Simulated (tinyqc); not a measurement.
Two-dimensional dopant profile at a mask edge: lateral junction, overlap and effective channel length: one step, computed by the program tinyqc.

Ions enter for y < 0; the mask (spacer, then gate) covers y > 0. x is the depth. The surface reflects dopant during the anneal.

Problem. Lateral junction at the surface. Widths s_x^2 = (vertical straggle)^2 + 2 D t, s_y^2 = (lateral straggle)^2 + 2 D t. C(x, y) = V(x) (1/2) erfc(y/(sqrt2 s_y)), V(x) = Q/(sqrt(2 pi) s_x) [exp(-(x - R_p)^2/(2 s_x^2)) + exp(-(x + R_p)^2/(2 s_x^2))]; 1 nm = 1e-7 cm. The lateral junction at depth x solves C = C_B: y_j(x) = sqrt2 s_y erfc^-1(2 C_B/V(x)). Overlap under the gate = y_j(0) - spacer; metallurgical channel L_met = L_g - 2 overlap (tails from the two sides are not added). Abruptness at y_j(0) in nm per decade = ln(10) s_y sqrt(pi/2) exp(u^2) erfc(u), u = y_j/(sqrt2 s_y). Overlap capacitance per width = 3.9 eps_0 overlap/t_ox (zero if there is no overlap).

Inputs (values chosen for the exercise, modelled on a source-drain extension in silicon):

| quantity | value | unit |
|---|---|---|
| channel doping C_B | 2.4e+18 | 1/cm^3 |
| gate length L_g | 52 | nm |
| offset spacer | 4.1 | nm |
| oxide thickness | 4.5 | nm |

s_y = 2.736786 nm

V at the surface = 1.142017e+20 1/cm^3

vertical junction x_j = 15.30972 nm

Constants: eps_0 = 8.8541878128e-12 F/m.

Give: lateral junction y_j(0); ratio y_j(0)/x_j; overlap; metallurgical channel L_met; lateral abruptness; overlap capacitance.

Solution.

lateral junction y_j(0) = 5.564 nm

ratio y_j(0)/x_j = 0.3635

overlap = 1.464 nm

metallurgical channel L_met = 49.07 nm

lateral abruptness = 2.623 nm/decade

overlap capacitance = 0.01124 fF/um

The two overlaps take 6 % of the gate length. Caution: the profile peaks below the surface, where the junction reaches further under the gate than y_j(0); the overlap given is the one at the surface.
